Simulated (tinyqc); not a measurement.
# Esaki diode in forward bias, two-band WKB: two studies

Abrupt p-n junction, depletion approximation. Energies E are counted from the conduction-band edge of the neutral n side; its Fermi level lies at dn, that of the p side at dn - V, and the valence-band edge of the neutral p side at Em = dn + dp - V. Tunnelling needs 0 < E < Em. Two-band dispersion with equal masses m: inside the gap kappa = sqrt(m u (1 - u/Eg)/C), u the distance from a band edge, C = hbar^2/(2 m0).

Inputs (values chosen for the exercise); band and dielectric values close to those of In0.53Ga0.47As:

| symbol | value | unit | meaning |
|---|---|---|---|
| T | 300 | K | temperature |
| Eg | 0.745 | eV | band gap |
| eps_r | 13.8 |  | relative permittivity |
| Nc | 2.07e17 | cm^-3 | conduction-band density of states at 300 K |
| Nv | 7.64e18 | cm^-3 | valence-band density of states at 300 K |
| m | 0.044 | m0 | band-edge mass of the two-band model |
| Na | 7.6e19 | cm^-3 | acceptor density |
| Nd | 1.7e19 | cm^-3 | donor density |
| V | 0.42 | V | bias of the p side |

Constants: q = 1.602176634e-19 C, kB = 1.380649e-23 J/K, hbar = 1.054571817e-34 J s, h = 6.62607015e-34 J s, m0 = 9.1093837015e-31 kg, Vt = kB T/q, eps0 = 8.8541878128e-14 F/cm where lengths are in cm, hbar^2/(2 m0) = 0.0380998212 eV nm^2. Results are converted to the units shown.

Each table varies one quantity; the others keep the values above.

## Current against forward bias

Nd = Nc F12(dn/Vt), Na = Nv F12(dp/Vt), F12(x) = (2/sqrt(pi)) int_0^infinity sqrt(u)/(1 + exp(u - x)) du; dn = EF - Ec on the n side, dp = Ev - EF on the p side (negative outside the bands); Vbi = Eg + dn + dp. W = sqrt(2 eps0 eps_r (Vbi - V)(1/Na + 1/Nd)/q), mean field F = (Vbi - V)/W, peak field 2 F. In a uniform field F the exponent is S = pi sqrt(m/C) Eg^1.5/(4 F). Transverse energy Et = C kt^2/m raises it to S (1 + 4 Et/Eg), so T = exp(-S) exp(-Et/Eb) with Eb = Eg/(4 S). KJ = (2 q^2/h) m/(4 pi C) (times 1e14 for A/cm^2 per eV^2). J = KJ exp(-S) Eb times the integral from 0 to Em of [f(E - dn) - f(E - dn + V)] [1 - exp(-min(E, Em - E)/Eb)] dE, f(x) = 1/(1 + exp(x/Vt)), with S and Eb from the mean field; J > 0 flows from p to n.

Current against forward bias:

| V (V) | mean field (MV/cm) | S | J (A/cm^2) |
|---|---|---|---|
| 0.044 | 1.142 | 4.754 | 9536 |
| 0.108 | 1.116 | 4.864 | 1.774e4 |
| 0.172 | 1.089 | 4.982 | 1.869e4 |
| 0.237 | 1.062 | 5.111 | 1.655e4 |
| 0.301 | 1.034 | 5.248 | 1.418e4 |
| 0.365 | 1.006 | 5.397 | 1.197e4 |
| 0.429 | 0.9761 | 5.560 | 9913 |
| 0.494 | 0.9453 | 5.741 | 7853 |
| 0.558 | 0.9140 | 5.938 | 5427 |
| 0.622 | 0.8815 | 6.157 | 2507 |
| 0.686 | 0.8478 | 6.402 | 448.5 |

J peaks at 18700 A/cm^2 at V = 0.172 V among the rows, 0.24 of the overlap dn + dp = 0.730 V, and falls to 448 A/cm^2 at 0.686 V: a negative differential resistance. The Fermi levels part as V grows, but the window Em = dn + dp - V shrinks and closes at V = 0.730 V, and S rises from 4.75 to 6.40. Excess and diffusion currents, which fill the valley of a real diode, are not in the model.

## Effect of the band gap with the mass tied to it

Same model as above.

The mass follows the gap, m = 0.044 Eg/0.745 eV, as in a two-band model with a fixed matrix element; Nc, Nv and eps_r are held.

Results:

| Eg (eV) | Vbi (V) | mean field (MV/cm) | S | J (A/cm^2) | S at fixed m |
|---|---|---|---|---|---|
| 0.37 | 1.100 | 0.7871 | 1.701 | 3.204e5 | 2.414 |
| 0.48 | 1.210 | 0.8483 | 2.656 | 1.430e5 | 3.309 |
| 0.59 | 1.320 | 0.9055 | 3.759 | 5.315e4 | 4.224 |
| 0.69 | 1.420 | 0.9544 | 4.878 | 1.890e4 | 5.069 |
| 0.8 | 1.530 | 1.006 | 6.224 | 5325 | 6.006 |
| 1.01 | 1.740 | 1.097 | 9.097 | 340.3 | 7.813 |
| 1.12 | 1.850 | 1.141 | 10.75 | 68.94 | 8.766 |

Estimate the missing row, Eg = 0.9 eV.

Computed row:

| Eg (eV) | Vbi (V) | mean field (MV/cm) | S | J (A/cm^2) | S at fixed m |
|---|---|---|---|---|---|
| 0.9 | 1.630 | 1.050 | 7.545 | 1513 | 6.864 |

With this row back in the table: S rises from 1.70 to 10.7, as Eg^(1.66), against Eg^(1.16) at fixed m; at a fixed field the powers would be 2 and 1.5, and the field grows with Vbi. |J| falls from 3.20e5 to 68.9 A/cm^2. Where S is below about 4, a WKB prefactor of 1 is a rough guess.

Range of the model: Parabolic densities of states, no band tails and no gap narrowing, all of which matter at such doping.

Computed by the program tinyqc: `OMP_NUM_THREADS=1 python tinyqc.py 2620007 2620008 out.jsonl`, one thread of a shared Intel Xeon 2.30GHz, about 0.01 s for the whole run.
